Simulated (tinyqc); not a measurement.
Wafer bonding and layer transfer: bond energy, gap closing, particles, bonding of dissimilar wafers and hydrogen blisters: one step, computed by the program tinyqc.

gamma is the energy per area of each of the two surfaces; plates are isotropic, and both wafers have E1 and t1.

Question. Void around a particle. E' = E1/(1 - nu^2), equal wafers assumed. Void radius in the plate regime: R_v = [(2/3) E' t1^3/gamma]^(1/4) h^(1/2). Below h_crit = 5 sqrt(t1 gamma/E') the wafers deform locally and R_v is of the order of h (taken as h).

Inputs (values chosen for the exercise, with wafer 1 close to silicon): Young's modulus E1 = 136 GPa; Poisson ratio nu = 0.19; thickness t1 = 625 micrometre; particle radius h = 1.4 micrometre.

bond energy gamma = 0.09101350 J/m^2

Give: critical particle radius; void radius.

Answer.

critical particle radius = 0.1004 micrometre

void radius = 4716 micrometre

The void is 3400 times the particle.
